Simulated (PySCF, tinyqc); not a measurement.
Coupled-perturbed Hartree-Fock on RHF in the sto-6g basis, for BeH+, spin multiplicity 1, step by step. The lowest restricted solution is unstable here: a spin-polarised one lies 0.0199 hartree lower (PySCF). One step of it, computed by the program tinyqc.

Task: Response to a field: uncoupled start. Field along z; U_ai = -mu_ai / (e_a - e_i), alpha = -4 sum U_ai mu_ai.

orbital energies (hartree): MO1 -5.047727, MO2 -0.623954, MO3 -0.250615, MO4 -0.120359, MO5 -0.120359, MO6 0.046969

dipole integrals <a|z|i> (bohr):
```
           i1         i2
a3  -0.084396  -1.410552
a4   0.000000   0.000000
a5   0.000000   0.000000
a6   0.112949  -0.805904
```

Give: uncoupled U; uncoupled polarisability.

Result:

uncoupled U:
```
         i1      i2
a3   0.0176  3.7782
a4   0.0000  0.0000
a5   0.0000  0.0000
a6  -0.0222  1.2012
```

uncoupled polarisability = 25.2056 bohr^3
